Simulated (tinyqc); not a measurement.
Rapid thermal processing of a wafer: radiative balance, ramp and cooling, pattern effects, pyrometer error and spike budget: one step, computed by the program tinyqc. Command: `OMP_NUM_THREADS=1 python tinyqc.py 3112402 3112403 out.jsonl rtp walk`. One thread of a shared host (Intel(R) Xeon(R) Processor @ 2.30GHz), about 0.04 s of CPU time with the checks.

The wafer is opaque and uniform through its thickness unless said otherwise; temperatures in formulas are in kelvin (C + 273.15). sigma = 5.670374419e-12 W/(cm^2 K^4).

Question. Pyrometer error. Signal proportional to eps/(exp(c2/(lambda T)) - 1), c2 = h c/k_B. If the assumed emissivity is too high by the given error, the reading T' solves (1 + error)/(exp(c2/(lambda T')) - 1) = 1/(exp(c2/(lambda T)) - 1). Wien estimate: T' - T = -lambda T^2 ln(1 + error)/c2. Process rates go as exp(-E_a/(k_B T)).

Inputs (values chosen for the exercise, modelled on a hot silicon wafer): process temperature = 681 C; pyrometer wavelength = 0.9 micrometre; error of the assumed emissivity = 3.1 %; activation energy of the process E_a = 2.7 eV.

Constants: h = 6.62607015e-34 J s; c = 299792458 m/s; k_B = 1.380649e-23 J/K; k_B = 8.617333262e-05 eV/K.

Give: c2; c2/(lambda T); reading less true temperature; Wien estimate; rate at T over rate at T', less 1.

Answer.

c2 = 14388 micrometre K

c2/(lambda T) = 16.75

reading less true temperature = -1.735 K

Wien estimate = -1.739 K

rate at T over rate at T', less 1 = 6.166 %
